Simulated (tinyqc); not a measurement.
Charge neutrality of a doped semiconductor with incomplete ionisation: one step, computed by the program tinyqc.

Energies are counted from the top of the valence band; E_D is measured down from the conduction band and E_A up from the valence band.

Question. The closed form for the extrinsic range. With Boltzmann statistics, no holes and every acceptor ionised, n (n + N_A) = n1 (N_D - N_A - n) with n1 = (N_c/g_D) exp(-E_D/k_B T). Take the positive root.

Inputs (values chosen for the exercise, modelled on 4H-SiC):
```
quantity                value   unit
donor density N_D     5.1e+15  cm^-3
acceptor density N_A    1e+14  cm^-3
donor depth E_D        0.0587     eV
donor degeneracy g_D        2      -
temperature T             350      K
```

Doping: n-type, compensated. Statistics of the bands: Fermi-Dirac.

N_c = 2.319416e+19 cm^-3

k_B T = 0.03016067 eV

Give: n1; n from the quadratic.

Answer.

n1 = 1.6562e+18 cm^-3

n from the quadratic = 4.9847e+15 cm^-3
